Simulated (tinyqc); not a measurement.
What sets t'/t: three-band (Emery) model of a CuO2 plane downfolded to one band.

Electron picture, d at 0 and the oxygen p orbitals at -D; sx = sin(kx a/2), sy = sin(ky a/2). H = [[0, 2 tpd sx, -2 tpd sy], [., -D, -4 tpp sx sy], [., ., -D]], real and symmetric. The top (antibonding) band crosses the Fermi level.

One-band form E = e0 - 2t (cos kx + cos ky) - 4t' cos kx cos ky - 2t'' (cos 2kx + cos 2ky) - 4t''' (cos 2kx cos ky + cos kx cos 2ky), k in 1/a. Each hopping is minus the mean of E cos(m kx) cos(n ky) over a 12 x 12 mesh, k = (j + 1/2) 2 pi/12.

Inputs chosen for the exercise (out of a larger set: of the size used for cuprate planes; not measured data): D = 2.2 eV (ed - ep); tpd = 1.14 eV (d-p hopping).

tpp is varied; points are in units of pi/a. E(1,0) is the saddle point; the filling is the share of a 40 x 40 mesh, k = (j + 1/2) 2 pi/40, below the saddle energy, times two.

One-band values:
```
tpp (eV)  t (eV)  t' (eV)  t'' (eV)    t'/t  E(1,0) - E(1/2,1/2) (eV)  electrons at the saddle
0.05      0.2815   0.0276    0.0185   0.098                   -0.0287                    0.950
0.20      0.3121   0.0141    0.0229   0.045                   -0.1197                    0.905
0.35      0.3461  -0.0008    0.0276  -0.002                   -0.2187                    0.865
0.50      0.3838  -0.0173    0.0324  -0.045                   -0.3261                    0.825
0.65      0.4252  -0.0354    0.0374  -0.083                   -0.4425                    0.770
0.80      0.4704  -0.0550    0.0428  -0.117                   -0.5682                    0.750
```

How do the results move, and what explains it?

t'/t goes from 0.098 to -0.117. With tpp = 0 the band depends on sx^2 + sy^2 alone and the line through the saddle is a nested square, whatever t' says: terms in (cos kx + cos ky)^2 bring t' and t'' in the ratio two to one, higher powers alter it (first row: 0.0276 and 0.0185 eV), so t' - 2t'', which goes from -0.0094 to -0.1406 eV, measures the rounding. Oxygen hopping lowers the saddle against (1/2,1/2), by 0.568 eV in the last row, so the van Hove filling moves from 0.95 to 0.75 electrons (mesh values, coarse by a few hundredths; the nested square holds exactly 1) and the half-filled Fermi line closes around (1,1).

Program tinyqc; command `OMP_NUM_THREADS=1 python tinyqc.py 1481946 1481947 out.jsonl`; about 0.03 s on one thread of a shared Intel(R) Xeon(R) Processor @ 2.30GHz.
